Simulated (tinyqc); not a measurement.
## Polycrystalline film, grain-boundary barriers (Seto model): effect of the temperature

One-dimensional grains of size Lg with donors N; each boundary has Qt acceptor-like traps per area at one level Et below the band edge. Trapped electrons qt deplete a width w = qt/N (both sides together) and raise a barrier Vb = q N w^2/(8 eps0 eps_r). Current crosses the barriers by thermionic emission at small bias. Abrupt depletion, full ionisation, Boltzmann statistics.

Nc is given at 293 K and scales as (T/293 K)^1.5; mg and vc are fixed. Partly depleted grains: the density at the grain centre is n0 = N and qt = Qt/(1 + 2 (Nc/N) exp((Vb - Et)/Vt)). If that gives qt >= N Lg, the grains are fully depleted: qt = N Lg, w = Lg and n0 = 2 Nc exp((Vb - Et)/Vt)/(Qt/(N Lg) - 1). Resistivity: barriers rb = Vt exp(Vb/Vt)/(q n0 vc Lg), grain interior rg = (1 - w/Lg)/(q mg N); effective mobility 1/(q N (rb + rg)).

Parameters, values chosen for the exercise; values close to those of polycrystalline silicon:
- eps_r = 11.7 (relative permittivity of the semiconductor)
- Lg = 50 nm (grain size)
- Qt = 1.3e12 cm^-2 (trap density at a boundary)
- N = 1.1e17 cm^-3 (donor density)
- mg = 370 cm^2/(V s) (mobility inside a grain)
- vc = 7e6 cm/s (collection velocity at the barrier)
- Nc = 2.7e19 cm^-3 (conduction-band density of states at the reference temperature)
- Et = 0.46 eV (trap level below the band edge)

Constants: q = 1.602176634e-19 C, kB = 1.380649e-23 J/K, Vt = kB T/q, eps0 = 8.8541878128e-14 F/cm where lengths are in cm. Results are converted to the units shown.

The same in every row: w/Lg = 1.0000; Vb (V) = 0.053164.

Effect of the temperature:
```
T (K)  n0 (cm^-3)  resistivity (ohm cm)
220     1.2337e10              4.5259e6
250     1.9627e11              2.3090e5
280     1.7596e12                 22144
310     1.0480e13                3325.8
340     4.6146e13                695.00
370     1.6150e14                186.54
400     4.7269e14                60.802
430     1.2004e15                23.113
```

As T goes from 220 to 430 K, the barrier stays at 0.0532 V and the resistivity falls from 4.53e6 to 23.1 ohm cm. The grains are fully depleted in 8 of the 8 rows. The activation energy between the first two rows is 0.470 eV. For T = 310 to 430 K the barrier is under 2 Vt, where the depletion and emission pictures are rough.

Program tinyqc, `OMP_NUM_THREADS=1 python tinyqc.py 2610134 2610135 out.jsonl`; Intel Xeon 2.30GHz, shared host, one thread, about 0.01 s.
